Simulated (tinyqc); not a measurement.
Tersoff bond-order potential: one step, computed by the program tinyqc. Command: `OMP_NUM_THREADS=1 python tinyqc.py 3012226 3012227 out.jsonl tersoff walk`. One thread of a shared host (Intel(R) Xeon(R) Processor @ 2.30GHz), about 0.01 s of CPU time with the checks.

E = (1/2) sum_(i, j != i) [A exp(-lambda r_ij) - b_ij B exp(-mu r_ij)], b_ij = (1 + (beta zeta_ij)^n)^(-1/(2n)), zeta_ij = sum_(k != i, j) g(theta_ijk), g = 1 + c^2/d^2 - c^2/(d^2 + (h - cos theta)^2), with theta at atom i. Only nearest neighbours count (cut-off function 1 for them, 0 beyond).

Task: The diamond lattice. zeta = 3 g(cos theta = -1/3). With z equal bonds of order b, r = ln(lambda A/(mu b B))/(lambda - mu) and E per atom = -(z/2) b B exp(-mu r)(1 - mu/lambda). a0 = 4 r/sqrt3; B0 = phi''(r)/(3 a0) with phi'' = mu (lambda - mu) b B exp(-mu r), since b does not change under uniform scaling.

Inputs (values chosen for the exercise, modelled on carbon):

| quantity | value | unit |
|---|---|---|
| A | 1367.7 | eV |
| B | 347.47 | eV |
| lambda | 3.4879 | 1/angstrom |
| mu | 2.2119 | 1/angstrom |
| beta | 1.52e-07 | - |
| n | 0.7212 | - |
| c | 38830 | - |
| d | 4.371 | - |
| h | -0.5491 | - |

Constants: 1 eV/angstrom^3 = 160.2176634 GPa.

Give: zeta; bond order b; bond length; energy per atom of the diamond lattice; lattice constant a0; bulk modulus B0.

Result:

zeta = 5.755e+05

bond order b = 0.8955

bond length = 1.517 angstrom

energy per atom of the diamond lattice = -7.940 eV

lattice constant a0 = 3.504 angstrom

bulk modulus B0 = 466.8 GPa
